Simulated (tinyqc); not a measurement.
p-n diode with diffusion and depletion-layer recombination: two steps of the calculation.

Abrupt junction in the depletion approximation, low injection, full ionisation, neutral widths fixed, ohmic contact on the p side. Vj is the junction voltage; where a series resistance Rs is given, V = Vj + J Rs is the terminal voltage.

Parameters, values chosen for the exercise; band and dielectric values close to those of In0.53Ga0.47As: temperature T = 293 K; band gap Eg = 0.733 eV; conduction-band density of states at T Nc = 2.04e17 cm^-3; valence-band density of states at T Nv = 7.41e18 cm^-3; acceptor density Na = 1.2e16 cm^-3; donor density Nd = 2.5e15 cm^-3; electron mobility in the p side mun = 9700 cm^2/(V s); hole mobility in the n side mup = 270 cm^2/(V s); electron lifetime tn = 2e-8 s; hole lifetime tp = 3e-7 s; neutral width of the p side wp = 84 um; neutral width of the n side wn = 2.2 um; recombination velocity at the n contact Sp = 1e7 cm/s; series resistance Rs = 0.0038 ohm cm^2; terminal voltage V = 0.64 V.

Constants: q = 1.602176634e-19 C, kB = 1.380649e-23 J/K, Vt = kB T/q. Results are converted to the units shown.

Task 1. Diffusion lengths and saturation currents. ni = sqrt(Nc Nv) exp(-Eg/(2 Vt)), Eg in volts; D = mu Vt; Ln = sqrt(Dn tn), Lp = sqrt(Dp tp); J0n = q ni^2 Dn coth(wp/Ln)/(Ln Na); J0p = (q ni^2 Dp/(Lp Nd)) (s + tanh(wn/Lp))/(1 + s tanh(wn/Lp)), s = Sp Lp/Dp.

Find: ni; Ln; Lp; J0n; J0p.

Result 1.

ni = 6.1052e11 cm^-3
Ln = 22.132 um
Lp = 14.301 um
J0n = 5.5127e-7 A/cm^2
J0p = 7.4377e-7 A/cm^2

wp/Ln = 3.8 and wn/Lp = 0.15; holes carry 57.4 % of the diffusion current.

Task 2. New Vj. Diffusion current alone: J = J0 (exp(Vj/Vt) - 1), g = Vj + J Rs - V, g' = 1 + Rs J0 exp(Vj/Vt)/Vt, Vj(new) = Vj - g/g'.

Vj at the start = 0.64 V
J0 = J0n + J0p = 1.2950373e-6 A/cm^2

Find: J; g; g'; Vj after iteration 1.

Result 2.

J = 1.320e5 A/cm^2
g = 501.7 V
g' = 1.987e4
Vj after iteration 1 = 0.6148 V

Computed by the program tinyqc: `OMP_NUM_THREADS=1 python tinyqc.py 2260067 2260068 out.jsonl`, one thread of a shared Intel Xeon 2.30GHz, about 0.01 s for the whole run.
